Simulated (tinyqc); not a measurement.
# Planar metal-insulator-metal capacitor: capacitance, non-linearity, leakage and relaxation: what changes with what

A film between two metal electrodes, each interface adding a series capacitance ci. The small-signal permittivity is ek (1 + aq E^2); the field is found with the linear permittivity. Leakage J = J0 sinh(E/Ef). After a voltage step the film passes a relaxation current kr C V tt^(-nr), tt being the time in seconds.

Parameters, values chosen for the exercise; permittivity of the order of that of titanium dioxide: relative permittivity of the film ek = 83.4; film thickness t = 10 nm; capacitance of each electrode interface (dead layer and screening) ci = 1000 uF/cm^2; quadratic field coefficient of the permittivity aq = 0.016 cm^2/MV^2; bias V = 1.1 V; exponent of the relaxation current nr = 0.944; strength of the relaxation kr = 0.00075; leakage prefactor J0 = 2.5e-11 A/cm^2; field for an e-fold rise of the leakage Ef = 0.23 MV/cm; duration of the write pulse t0 = 1e-8 s.

Constants: eps0 = 8.8541878128e-14 F/cm where lengths are in cm. Results are converted to the units shown.

Each table varies one quantity; the others keep the values above.

## Capacitance, non-linearity and leakage against thickness

Planar film: Cf = eps0 ek/t, 1/C = 1/Cf + 2/ci, EOT = 3.9 eps0/C, effective permittivity C t/eps0, E = (V/t) C/Cf; quadratic coefficient [C(V)/C - 1]/V^2 with Cf (1 + aq E^2) in C(V).

Results:

| t (nm) | C (uF/cm^2) | EOT (nm) | effective permittivity | E (MV/cm) | quadratic coefficient (ppm/V^2) | J (A/cm^2) |
|---|---|---|---|---|---|---|
| 4.2 | 16.98 | 0.2033 | 80.57 | 2.530 | 8.149e4 | 7.487e-7 |
| 5.8 | 12.42 | 0.2781 | 81.33 | 1.849 | 4.405e4 | 3.883e-8 |
| 8.1 | 8.953 | 0.3857 | 81.91 | 1.334 | 2.309e4 | 4.123e-9 |
| 11 | 6.624 | 0.5213 | 82.30 | 0.9868 | 1.270e4 | 9.121e-10 |
| 16 | 4.573 | 0.7551 | 82.64 | 0.6812 | 6080 | 2.410e-10 |
| 22 | 3.334 | 1.036 | 82.84 | 0.4967 | 3240 | 1.069e-10 |
| 31 | 2.371 | 1.457 | 83.00 | 0.3532 | 1641 | 5.535e-11 |
| 60 | 1.228 | 2.813 | 83.20 | 0.1829 | 441.2 | 2.204e-11 |

Estimate the missing row, t = 43 nm.

Computed row:

| t (nm) | C (uF/cm^2) | EOT (nm) | effective permittivity | E (MV/cm) | quadratic coefficient (ppm/V^2) | J (A/cm^2) |
|---|---|---|---|---|---|---|
| 43 | 1.711 | 2.018 | 83.11 | 0.2549 | 856.5 | 3.374e-11 |

With this row back in the table: C falls from 17.0 to 1.23 uF/cm^2 while the effective permittivity goes from 80.6 to 83.2 (ek = 83.4). EOT is a straight line in t with slope 3.9/ek = 0.0468 and intercept 0.00691 nm. The quadratic coefficient goes as t^(-1.91) between the first two rows and t^(-1.99) between the last two (-2 without interfaces), and J falls by 4.53 decades.

## Charge lost after writing

Planar film: Cf = eps0 ek/t, 1/C = 1/Cf + 2/ci, EOT = 3.9 eps0/C, effective permittivity C t/eps0, E = (V/t) C/Cf. A capacitor written for t0 and then left open loses, as a share of C V, kr (tt^(1 - nr) - t0^(1 - nr))/(1 - nr) by relaxation and J tt/(C V) by leakage; both are taken as small, and rows far outside that range are left out.

The same in every row: leakage current (nA/cm^2) = 1.392.

Results:

| tt (s) | relaxation current (nA/cm^2) | loss by relaxation (%) | loss by leakage (%) | total loss (%) |
|---|---|---|---|---|
| 1e-6 | 2.770e6 | 0.1404 | 1.739e-8 | 0.1404 |
| 1e-5 | 3.151e5 | 0.2255 | 1.739e-7 | 0.2255 |
| 0.0001 | 3.584e4 | 0.3222 | 1.739e-6 | 0.3222 |
| 0.001 | 4078 | 0.4323 | 1.739e-5 | 0.4323 |
| 0.01 | 463.9 | 0.5575 | 1.739e-4 | 0.5576 |
| 0.1 | 52.77 | 0.6999 | 0.001739 | 0.7016 |
| 10 | 0.6830 | 1.046 | 0.1739 | 1.220 |
| 100 | 0.07770 | 1.256 | 1.739 | 2.995 |

Estimate the missing row, tt = 1 s.

Computed row:

| tt (s) | relaxation current (nA/cm^2) | loss by relaxation (%) | loss by leakage (%) | total loss (%) |
|---|---|---|---|---|
| 1 | 6.003 | 0.8619 | 0.01739 | 0.8793 |

With this row back in the table: The two currents are equal at tt = 4.70 s. The loss by relaxation grows from 0.140 to 1.26 %, by 0.0850 points over the first decade and 0.210 over the last, while the loss by leakage grows tenfold a decade. Leakage is the larger loss for tt = 100 s.

Computed by the program tinyqc: `OMP_NUM_THREADS=1 python tinyqc.py 2102105 2102106 out.jsonl`, one thread of a shared Intel Xeon 2.30GHz, about 0.01 s for the whole run.
